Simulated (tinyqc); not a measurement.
Transfer curve: field-effect mobility of a thin-film transistor with band-tail and deep states (multiple trapping). Computed by tinyqc, a small Python program. Command: `OMP_NUM_THREADS=1 python tinyqc.py 3001581 3001582 out.jsonl tft walk`. One thread of a shared host (Intel(R) Xeon(R) Processor @ 2.30GHz), about 0.04 s of CPU time with the checks.

A thick film in accumulation at small drain voltage. Only free electrons move; trapped ones still screen the gate. N_c and mu_0 are held fixed when T changes, leaving out the T^(3/2) growth of N_c. x = E_0 - psi is the distance of the Fermi level below the band edge.

Inputs (values chosen for the exercise, modelled on polycrystalline silicon): permittivity eps = 11.7; effective density of states N_c = 2.6e+19 1/cm^3; band mobility mu_0 = 120 cm^2/(V s); tail density at the edge g_t = 1.3e+21 1/(eV cm^3); tail width E_t = 45 meV; deep-state density g_d = 3.7e+15 1/(eV cm^3); flat-band Fermi level below the edge, E_0 = 0.64 eV; equivalent oxide thickness t = 180 nm; temperature T = 200 K.

Deep states: included.

Constants: k_B = 8.617333262e-05 eV/K; e = 1.602176634e-19 C; eps_0 = 8.8541878128e-12 F/m.

Method:
- F_j(eta) = int_0^infinity x^j/(1 + exp(x - eta)) dx, without a gamma-function factor.
- Integrals over x = E/(k_B T) use 160 Gauss-Legendre points in u = sqrt(x) from 0 to sqrt(max(eta, 0) + 32).
- Free n(x) = N_c (2/sqrt(pi)) F_1/2(-x/k_B T), with F_1/2 from its two-term series in exp(-x/k_B T) for x >= 12 k_B T; tail n_t(x) = int_0^1.2eV g_t exp(-E/E_t)/(1 + exp((x - E)/k_B T)) dE, E counted down from the edge, 120 Gauss-Legendre points; deep charge g_d psi; space charge rho(psi) = n + n_t + g_d psi less its value at psi = 0.
- Poisson: F(psi) = sqrt((2 e/(eps eps_0)) int_0^psi rho dpsi'); V_G - V_FB = psi_s + eps F(psi_s) t/3.9; free sheet density N_f = int (n - n(E_0))/F dpsi; induced sheet density N_i = eps eps_0 F(psi_s)/e; trapezoid rule on 301 even points in psi, the first interval left out of N_f.
- mu_eff = mu_0 N_f/N_i; field-effect mobility mu_FE = mu_0 e (dN_f/dV_G)/C_ox and swing S = dV_G/dlog10(N_f), by a central difference of +/- 2 mV in psi_s; C_ox = 3.9 eps_0/t.

Against the band bending:
```
psi_s (V)  V_G - V_FB (V)  N_f (1/cm^2)  mu_eff (cm^2/(V s))  mu_FE (cm^2/(V s))  S (mV/decade)
0.22                0.803    1.3050e+03           2.2447e-06          9.3435e-06            323
0.32                1.949    1.5674e+05           9.6448e-05          4.0714e-04            890
0.40                4.277    6.8889e+06           1.7809e-03          7.4830e-03           2128
0.46                7.970    1.1590e+08           1.5466e-02          6.5034e-02           4119
0.51               13.574    1.2133e+09           9.3076e-02          3.9219e-01           7150
0.56               23.286    1.2673e+10           5.5885e-01          2.3645e+00          12386
0.61               39.923    1.2963e+11           3.3045e+00          1.3925e+01          21508
0.65               60.669    7.1899e+11           1.2006e+01          4.4792e+01          37057
0.70               98.988    3.3310e+12           3.3964e+01          8.4902e+01          90523
```

The steepest swing among the rows is 323 mV/decade. mu_eff climbs from 2.2e-6 to 34, 28 % of mu_0 in the last row. Between rows 6 and 7 N_f scales as (V_G - V_FB - psi_s)^4.24; an exponential tail holding all the charge would give the larger of 1 and 2 E_t/k_B T - 1, here 4.22, and free charge alone 1; charge in deep states makes the exponent larger and lets it vary with V_G. The last row needs an oxide field above 5 MV/cm, near or beyond breakdown.
